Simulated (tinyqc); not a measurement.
Smoothing against break-up: capillary instabilities by surface diffusion: grooving and agglomeration of films, edge retraction, wire break-up and smoothing of roughness. Computed by tinyqc, a small Python program. Command: `OMP_NUM_THREADS=1 python tinyqc.py 3021826 3021827 out.jsonl dewet walk`. One thread of a shared host (Intel(R) Xeon(R) Processor @ 2.30GHz), about 0.01 s of CPU time with the checks.

Isotropic surface energy; shapes change by surface diffusion alone.

Inputs (values chosen for the exercise, for a model film):
```
quantity                         value        unit
surface energy gamma_s            2.83       J/m^2
grain-boundary energy gamma_b     0.83       J/m^2
atomic volume Omega               13.6  angstrom^3
surface sites nu                    10      1/nm^2
prefactor D0                   0.00011       m^2/s
activation energy Q               2.31          eV
temperature T                     1651           K
film thickness h                    19          nm
grain radius R                      48          nm
wire radius r                        5          nm
initial ripple over radius        0.05           -
roughness wavelength lambda         45          nm
```

Grooves: at the surface only.

Constants: k_B = 8.617333262e-05 eV/K; k_B = 1.380649e-23 J/K.

Method:
- Groove angle beta: sin(beta) = gamma_b/(2 gamma). For circular grains of radius R with spherical caps the groove ends (measured from the mean surface) at the depth R g(beta), g = (2 - 3 cos beta + cos^3 beta)/(3 sin^3 beta). The film parts if R g(beta_s) > h.
- B = D_s nu gamma_s Omega^2/(k_B T), D_s = D0 exp(-Q/(k_B T)).
- A wire with r + A cos(k z) has dA/dt = (B/r^4) (kr)^2 [1 - (kr)^2] A: unstable for wavelengths above 2 pi r, fastest at kr = 1/sqrt 2 with the rate B/(4 r^4); break-up time about (4 r^4/B) ln(r/A0); each wavelength makes a sphere of radius (3 r^2 lambda_m/4)^(1/3).
- Roughness of wavelength lambda on a flat face decays as exp[-B (2 pi/lambda)^4 t]; the smoothing time is that for a factor e^3.

beta_s = 8.43244 degrees

Times (s); the last column is (h/(0.780 tan beta_s))^4/B:
```
T (K)  B (nm^4/s)  smoothing  wire break-up  groove to depth h
1403   1.4971e+05   0.052722       0.050024             4869.0
1486   4.1094e+05   0.019208       0.018225             1773.9
1568   1.0004e+06   0.007890       0.007487              728.7
1651   2.2439e+06   0.003518       0.003338              324.9
1734   4.6476e+06   0.001698       0.001611              156.8
1816   8.9192e+06   0.000885       0.000840               81.7
1981   2.7959e+07   0.000282       0.000268               26.1
```

All times share 1/B, so their ratios do not depend on T: break-up over smoothing is 0.95. The wire breaks before this roughness is smoothed, at any temperature. Smoothing is safe for lambda well below 2 pi r, above which a ripple along the wire grows instead. B spans 2.3 decades over these rows.
